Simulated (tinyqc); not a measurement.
CCD on RHF in the sto-3g basis, for HeH+, spin multiplicity 1, step by step. Computed by tinyqc, a small Python program that keeps every step (integrals from PySCF). Settings: charge = 1, multiplicity = 1, basis = sto-3g, method = RHF, energy threshold = 1e-10, iteration cap = 55, orthogonalisation = symmetric, start = core, DIIS depth = 6, amplitude equations = CCD, DIIS depth for amplitudes = 0, cap on updates = 68. Command: `OMP_NUM_THREADS=1 python tinyqc.py 26196 26197 out.jsonl` (the two numbers bound the seeds that draw the settings). One thread of a shared host (Intel(R) Xeon(R) Processor @ 2.60GHz), about 0.1 s of CPU time with the checks. The early iterations of the SCF are left out here.

## One-electron integrals

Geometry (angstrom):
```
atom,x,y,z
He,0.0000,0.0000,0.0000
H,0.0000,0.0000,0.8120
```

Basis sto-3g: exponents (1/bohr^2) and contraction coefficients of normalised primitives:
```
element,l (shell),exponent,coefficient
He,s (1),6.3624,0.1543
He,s (1),1.1589,0.5353
He,s (1),0.3136,0.4446
H,s (1),3.4253,0.1543
H,s (1),0.6239,0.5353
H,s (1),0.1689,0.4446
```

Overlap, kinetic and nuclear-attraction integrals over the contracted functions; the nuclear repulsion is the sum of Za Zb / Rab.

nuclear repulsion = 1.303392 hartree

overlap S:
```
,1He 1s,2H 1s
1He 1s,1.0000,0.5109
2H 1s,0.5109,1.0000
```

kinetic energy T (hartree):
```
,1He 1s,2H 1s
1He 1s,1.4118,0.1730
2H 1s,0.1730,0.7600
```

nuclear attraction V (hartree):
```
,1He 1s,2H 1s
1He 1s,-3.9820,-1.5214
2H 1s,-1.5214,-2.4463
```

core Hamiltonian H = T + V (hartree):
```
,1He 1s,2H 1s
1He 1s,-2.5703,-1.3484
2H 1s,-1.3484,-1.6863
```

## Two-electron integrals

Functions are numbered as in S; the eight-fold symmetry (ij|kl) = (ji|kl) = (kl|ij) leaves the list below.

Two-electron integrals (ij|kl) in chemists' order, unique and non-zero (hartree):
```
i,j,k,l,(ij|kl)
1,1,1,1,1.0557
2,1,1,1,0.4179
2,1,2,1,0.2010
2,2,1,1,0.5736
2,2,2,1,0.3444
2,2,2,2,0.7746
```

## Orthogonalisation

S = U s U^T; symmetric (Loewdin) form X = U s^(-1/2) U^T, so that X^T S X = 1.

eigenvalues of S: 0.4891  1.5109

X:
```
,1He 1s,2H 1s
1He 1s,1.1217,-0.3082
2H 1s,-0.3082,1.1217
```

## Iteration 9 (converged): orbitals

converged F (hartree):
```
,1He 1s,2H 1s
1He 1s,-1.5622,-1.0041
2H 1s,-1.0041,-0.7964
```

Diagonalise F' = X^T F X, C = X C', fill 1 alpha and 1 beta electrons from the bottom; D = 2 C_occ C_occ^T. Each column has its largest component positive (the first on a tie).

F' = X^T F X (hartree):
```
,1,2
1,-1.3470,-0.5435
2,-0.5435,-0.4563
```

orbital energies (hartree): MO1 -1.6043, MO2 -0.1990

coefficients C:
```
,MO1,MO2
1He 1s,0.8820,-0.7585
2H 1s,0.2014,1.1457
```

D after iteration 9:
```
,1He 1s,2H 1s
1He 1s,1.5558,0.3553
2H 1s,0.3553,0.0811
```

## Convergence

Stop when the energy changes by less than 1e-10 hartree and every element of the error matrix X^T (F D S - S D F) X is below 3e-06.

Course of the cycle:
```
iteration,E (hartree),change,largest element of the error matrix
1,-2.803492,-,3.04e-01
2,-2.846255,-4.28e-02,6.14e-02
3,-2.847879,-1.62e-03,2.36e-03
4,-2.847881,-2.06e-06,8.35e-04
5,-2.847881,-1.87e-07,5.05e-04
6,-2.847881,-5.27e-08,3.61e-04
7,-2.847881,-2.18e-08,2.80e-04
8,-2.847881,-3.31e-08,5.71e-06
9,-2.847881,-1.38e-11,7.09e-08
```

PySCF RHF in the same basis = -2.847881 hartree

Converged in 9 iterations.

## Integrals over molecular orbitals

(pq|rs) = sum C_ip C_jq C_kr C_ls (ij|kl), one index at a time.

one-electron integrals over orbitals h = C^T H C (hartree):
```
,1,2
1,-2.5470,0.1737
2,0.1737,-1.3487
```

Two-electron integrals over orbitals (pq|rs), unique and non-zero (hartree):
```
p,q,r,s,(pq|rs)
1,1,1,1,0.9426
2,1,1,1,-0.1737
2,1,2,1,0.1413
2,2,1,1,0.6455
2,2,2,1,0.0427
2,2,2,2,0.7508
```

## CCD: starting amplitudes

t_ij^ab = <ij||ab> / (e_i + e_j - e_a - e_b), whose energy is MP2.

Starting amplitudes (spin orbitals 1a, 1b, ...; amplitudes related by a flip of all spins are not repeated):
```
from,to,t
1a 1b,2a 2b,-0.0503
```

correlation energy = -0.007103 hartree

## CCD: amplitude update 1

t_ij^ab D_ij^ab are set to the remaining terms of the spin-orbital equations, evaluated with the old amplitudes; for the doubles these are <ij||ab> + 1/2 <ab||ef> t_ij^ef + 1/2 <mn||ij> t_mn^ab + P(ij)P(ab) <mb||ej> t_im^ae + terms in t^2, D the orbital-energy denominators.

Amplitudes after update 1 (spin orbitals 1a, 1b, ...; amplitudes related by a flip of all spins are not repeated):
```
from,to,t
1a 1b,2a 2b,-0.0610
```

correlation energy = -0.008616 hartree

## CCD: amplitude update 2

As before.

Amplitudes after update 2 (spin orbitals 1a, 1b, ...; amplitudes related by a flip of all spins are not repeated):
```
from,to,t
1a 1b,2a 2b,-0.0632
```

correlation energy = -0.008934 hartree

## CCD: amplitude update 3

As before.

Amplitudes after update 3 (spin orbitals 1a, 1b, ...; amplitudes related by a flip of all spins are not repeated):
```
from,to,t
1a 1b,2a 2b,-0.0637
```

correlation energy = -0.009000 hartree

## CCD: convergence

E_corr = 1/4 sum <ij||ab> t_ij^ab; stop when the norm of the change is below 1e-8.

Course of the amplitude iterations:
```
update,correlation energy (hartree),norm of the change
0,-0.007103,-
1,-0.008616,2.14e-02
2,-0.008934,4.50e-03
3,-0.009000,9.42e-04
4,-0.009014,1.97e-04
5,-0.009017,4.12e-05
6,-0.009018,8.62e-06
7,-0.009018,1.80e-06
8,-0.009018,3.77e-07
9,-0.009018,7.88e-08
10,-0.009018,1.65e-08
11,-0.009018,3.45e-09
```

Converged amplitudes (spin orbitals 1a, 1b, ...; amplitudes related by a flip of all spins are not repeated):
```
from,to,t
1a 1b,2a 2b,-0.0638
```

CCD total energy = -2.856899 hartree

Converged in 11 updates.
